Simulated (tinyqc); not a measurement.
Changing the trap depth E_t: deep-level transient spectroscopy (DLTS) of one majority-carrier trap. Computed by tinyqc, a small Python program. Command: `OMP_NUM_THREADS=1 python tinyqc.py 3013233 3013234 out.jsonl dlts sweep`. One thread of a shared host (Intel(R) Xeon(R) Processor @ 2.30GHz), about 0.08 s of CPU time with the checks.

A filling pulse loads the traps in a one-sided junction; under reverse bias they empty at the rate e, and the capacitance relaxes as C(t) = C_0 - dC exp(-e t). The signal is S = [C(t_2) - C(t_1)]/dC.

Inputs (values chosen for the exercise, with mass and screening modelled on InP):

| quantity | value | unit |
|---|---|---|
| density-of-states mass m | 0.0767 | m_0 |
| valleys M | 1 | - |
| cross-section sigma_0 | 5.1e-15 | cm^2 |
| degeneracy ratio g | 1 | - |
| gate time t_1 | 0.0001 | s |
| ratio t_2/t_1 | 2 | - |
| temperature T | 104 | K |
| doping N | 2.2e+16 | cm^-3 |
| trap density N_t | 8.3e+14 | cm^-3 |
| dielectric constant eps | 12.1 | - |
| built-in voltage V_b | 0.89 | V |
| reverse bias V_r | 5.1 | V |
| diode area | 0.0049 | cm^2 |
| capture barrier E_b | 0.078 | eV |

Carriers: electrons. Extra term: capture barrier.

Constants: k_B = 8.617333262e-05 eV/K; k_B = 1.380649e-23 J/K; m_0 = 9.1093837015e-31 kg; h = 6.62607015e-34 J s; eps_0 = 8.8541878128e-12 F/m; e = 1.602176634e-19 C.

Method:
- e = g sigma v N_b exp(-E/k_B T), v = sqrt(3 k_B T/m), N_b = 2 M (2 pi m k_B T/h^2)^(3/2), sigma = sigma_0 exp(-E_b/k_B T), E = E_t.
- S(e) = exp(-e t_1) - exp(-e t_2) peaks at the rate window e_0 = ln(t_2/t_1)/(t_2 - t_1).
- T_p solves e(T) = e_0 (bisection between 15 and 1500 K); the half-height points solve S = S_max/2 on either side.
- W = sqrt(2 eps eps_0 (V_b + V_r)/(e N)), C_0 = eps eps_0 area/W. The pulse goes to zero bias, W_0 = W(V_r = 0). Traps within lambda = sqrt(2 eps eps_0 (E_t - E_F)/(e^2 N)) of the depletion edge stay filled, with E_F = k_B T_p ln(N_b/N) from the band, N_b = 2 M (2 pi m k_B T_p/h^2)^(3/2) (dopants taken as fully ionised). dC = C_0 (N_t/2N) f, f = [(W - lambda)^2 - max(W_0 - lambda, 0)^2]/W^2. The simple estimate is 2 N dC/C_0.

One run for each value:

| trap depth E_t (eV) | peak temperature T_p (K) | full width (K) | f |
|---|---|---|---|
| 0.0916 | 131.46 | 18.937 | 0.71902 |
| 0.1150 | 147.35 | 20.949 | 0.70239 |
| 0.1370 | 162.11 | 22.798 | 0.68841 |
| 0.1600 | 177.38 | 24.694 | 0.67506 |
| 0.1830 | 192.50 | 26.555 | 0.66274 |
| 0.2060 | 207.49 | 28.386 | 0.65124 |
| 0.2290 | 222.35 | 30.190 | 0.64042 |
| 0.2520 | 237.11 | 31.969 | 0.63018 |

Describe the trends.

Over the rows, peak temperature T_p (K) rises from 131 to 237 (exponent d ln y / d ln x 0.50 between the first rows and 0.67 between the last); full width (K) rises from 18.9 to 32.0 (exponent d ln y / d ln x 0.44 between the first rows and 0.60 between the last); f falls from 0.719 to 0.630 (exponent d ln y / d ln x -0.10 between the first rows and -0.17 between the last).

Extremes, crossings and ranges named in words are read from the listed rows.
